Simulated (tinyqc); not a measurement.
What each parameter does: sp3s* tight binding.

sp3s* tight binding, nearest neighbours only: anion (a) at 0, cation (c) at a/4 (1,1,1), orbitals s, px, py, pz, s* on each; k in units of 2 pi/a. With phases e_j = exp(i (pi/2) k.n_j) for n = (1,1,1), (1,-1,-1), (-1,1,-1), (-1,-1,1): g0 = (e1+e2+e3+e4)/4, g1 = (e1+e2-e3-e4)/4, g2 = (e1-e2+e3-e4)/4, g3 = (e1-e2-e3+e4)/4. The diagonal holds the levels Esa, Epa, Exa (s*) and Esc, Epc, Exc. Anion-cation block: <sa|sc> = Vss g0; <sa|xc> = Vsapc g1; <xa|sc> = -Vscpa g1; <xa|xc> = Vxx g0; <xa|yc> = <ya|xc> = Vxy g3, <xa|zc> = <za|xc> = Vxy g2, <ya|zc> = <za|yc> = Vxy g1; <s*a|xc> = Vxapc g1; <xa|s*c> = -Vpaxc g1; y and z take g2 and g3 in place of g1; s-s* and s*-s* vanish.

Values chosen for the exercise (near a published set for Si, fitted to gaps, whose masses and valley positions are rough; not measured data):
- Esa = -4.213 eV (s level of the anion)
- Epa = 1.715 eV (p level of the anion)
- Esc = -4.213 eV (s level of the cation)
- Epc = 1.715 eV (p level of the cation)
- Exa = 6.696 eV (s* level of the anion)
- Exc = 6.696 eV (s* level of the cation)
- Vss = -8.275 eV (s-s)
- Vxx = 1.712 eV (px-px)
- Vxy = 4.579 eV (px-py)
- Vsapc = 5.741 eV (s anion, p cation)
- Vscpa = 5.741 eV (s cation, p anion)
- Vxapc = 5.365 eV (s* anion, p cation)
- Vpaxc = 5.365 eV (p anion, s* cation)

Gaps from the top of the valence band at Gamma; Delta is the minimum on (x,0,0), 0.5 <= x <= 1. A change on one sublattice alone makes the two atoms unequal.

Results for these values:
```
case  Ev (eV)  gap Gamma (eV)  gap Delta (eV)  gap L (eV)
base   0.0030          3.4240          1.1848      2.4878
```

What happens to each result for Epc = 2.015 eV, all else kept?

Answer: Ev rises from 0.0030 to 0.1464; gap Gamma rises from 3.4240 to 3.4371; gap Delta falls from 1.1848 to 1.1097; gap L falls from 2.4878 to 2.3526.

The same for each parameter in turn:
```
case              Ev (eV)  gap Gamma (eV)  gap Delta (eV)  gap L (eV)
base               0.0030          3.4240          1.1848      2.4878
Epa = 1.515 eV    -0.0999          3.4298          1.2404      2.5540
Vxapc = 5.665 eV   0.0030          3.4240          1.0672      2.3482
Vxy = 4.879 eV     0.0030          3.4240          1.1848      2.4381
Exa = 6.896 eV     0.0030          3.4240          1.2204      2.4955
Epc = 2.015 eV     0.1464          3.4371          1.1097      2.3526
Esa = -4.413 eV    0.0030          3.4240          1.1679      2.4202
```

Vxapc, Vxy and Exa cannot move Ev or the gap at Gamma, whose blocks do not hold them; s parameters never move Ev, and move the gap only where the lowest empty level at Gamma is s-like.

tinyqc: `OMP_NUM_THREADS=1 python tinyqc.py 1482051 1482052 out.jsonl`; about 0.1 s, one thread, shared Intel(R) Xeon(R) Processor @ 2.30GHz.
